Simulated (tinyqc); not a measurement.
Worked calculation: band offset from the macroscopic average of a supercell potential. Values are carried at full precision from step to step, so a last printed digit may differ when a step is redone from the rounded ones.

A model of the planar-averaged electrostatic energy of an electron in a periodic cell of N1 periods of A (L1 = N1 n1 h) and N2 periods of B (L2 = N2 n2 h), on z_j = j h: V(z) = f VA + (1 - f) VB + F t(z), VA = V1[0] + V1[1] cos(2 pi z/(n1 h)) + V1[2] cos(4 pi z/(n1 h)), VB the same with V2, n2 and z - L1. f = [tanh(z/w) - tanh((z - L1)/w) + tanh((z - L1 - L2)/w)]/2 + 1/2; t(z) = z - L1/2 in A and (L1/L2)(L1 + L2/2 - z) beyond, so that the cell is periodic.

Constants: e^2/(4 pi eps0) = 14.39964547 eV angstrom.

Values chosen for the exercise (gaps near those of Si and HfO2; not measured data): h = 0.35 angstrom (grid step); n1 = 5 (grid points per period of A); n2 = 6 (grid points per period of B); N1 = 4 (periods of A); N2 = 4 (periods of B); V1 = (-8.28, 3.91, -0.1) eV (mean and two harmonics of the potential in A); V2 = (-5.98, 3.83, -0.38) eV (the same in B); w = 0.41 angstrom (width of the interfaces); F = 0 eV/angstrom (slope in A from opposite charges on the two interfaces); Ev1 = 6.07 eV (valence top of bulk A above its mean potential); Eg1 = (0.63, 1.18) eV (gap of A: semi-local value, corrected value); fv1 = 0.4 (share of the correction that lowers the valence top of A); Ev2 = 1.26 eV (valence top of bulk B above its mean potential); Eg2 = (4.02, 5.79) eV (gap of B: semi-local value, corrected value); fv2 = 0.51 (the same share for B); eps = 5.6 (dielectric constant at the interface).

## The planar average

Evaluate V on the grid, j = 0, 1, ...

V(z_j) (eV): -6.088  -6.513  -11.189  -11.429  -6.992  -4.471  -6.991  -11.474  -11.474  -6.991  -4.470  -6.991  -11.474  -11.474  -6.991  -4.470  -6.992  -11.467  -11.354  -6.513  -3.500  -4.353  -7.825  -10.198  -7.704  -3.875  -2.530  -3.875  -7.705  -10.190  -7.705  -3.875  -2.530  -3.875  -7.705  -10.190  -7.705  -3.875  -2.530  -3.876  -7.702  -10.171  -7.825  -5.042

## Running means

Running mean over n points, periodic: for odd n the plain mean of the n points centred on j; for even n the n + 1 points with half weight at both ends. The macroscopic average applies the mean over n1 points and then over n2 points.

Apply the first mean, then the second.

after the mean over n1 points (eV): -7.331  -8.052  -8.442  -8.119  -8.214  -8.271  -8.280  -8.280  -8.280  -8.280  -8.280  -8.280  -8.280  -8.280  -8.280  -8.279  -8.255  -8.159  -7.965  -7.437  -6.709  -6.478  -6.716  -6.791  -6.426  -5.636  -5.138  -5.635  -6.401  -6.670  -6.401  -5.635  -5.138  -5.635  -6.401  -6.670  -6.401  -5.635  -5.137  -5.631  -6.421  -6.923  -7.365  -7.128

macroscopic average (eV): -7.640  -7.810  -7.976  -8.151  -8.249  -8.254  -8.254  -8.273  -8.279  -8.280  -8.280  -8.280  -8.280  -8.278  -8.265  -8.229  -8.133  -7.931  -7.650  -7.372  -7.130  -6.888  -6.610  -6.329  -6.127  -6.031  -5.995  -5.982  -5.980  -5.980  -5.980  -5.980  -5.980  -5.980  -5.980  -5.980  -5.980  -5.981  -6.004  -6.105  -6.310  -6.617  -7.002  -7.372

Around the middle of B the first mean varies by 1263 meV over five points and the second by 0 meV: one window removes only the period it matches.

## The potential line-up

Read the macroscopic average in the middle of each region, j = 10 and j = 32, and its slope in A by a central difference over two points each way.

plateau in A = -8.280 eV
plateau in B = -5.980 eV
dV = B - A = 2.300 eV
slope in A = 0.000 eV/angstrom

The plateaus are flat, so the line-up is well defined.

## Band offsets

dEv = Ev(A) - Ev(B) = Ev1 - (dV + Ev2); dEc = Ec(B) - Ec(A) = Eg2 - Eg1 - dEv. The correction of a gap, c = Eg[1] - Eg[0], lowers the valence top by fv c and leaves dV, a ground-state quantity, as it is. Type I: dEv and dEc of one sign; II: opposite signs; III: no overlap of the gaps.

Give the offsets with semi-local and with corrected band edges.

dEv, dEc, semi-local (eV): 2.510  0.880

lowering of the valence tops of A and B (eV): 0.220  0.903

dEv, dEc, corrected (eV): 3.193  1.417

The correction moves dEv by +0.68 eV and dEc by +0.54 eV; the type stays I.

## The dipole behind the step

A step dV of the mean electron energy from A to B across an interface equals 4 pi (e^2/4 pi eps0) times a dipole per area p (in e angstrom per angstrom^2). For a change of 0.1 eV in dV, give the charge per area moved over 2 angstrom in a medium of dielectric constant eps: sigma = 0.1 eps/(4 pi (e^2/4 pi eps0) 2). 1 angstrom^-2 = 1e16 cm^-2.

|p| = 0.01271 e/angstrom
sigma = 1.55e+13 e/cm^2

With about 7e14 atoms per cm^2 in a plane (as on a silicon (100) face), 2.2 % of an electron per atom shifts the line-up by 0.1 eV.

## Checks

- Line-up in a cell of 14 + 14 periods without slope against V2[0] - V1[0] (eV): both 2.3000.

Run: tinyqc, `OMP_NUM_THREADS=1 python tinyqc.py 1881274 1881275 out.jsonl`; Intel(R) Xeon(R) Processor @ 2.30GHz, one thread, shared host; about 0.01 s of CPU time with all checks.
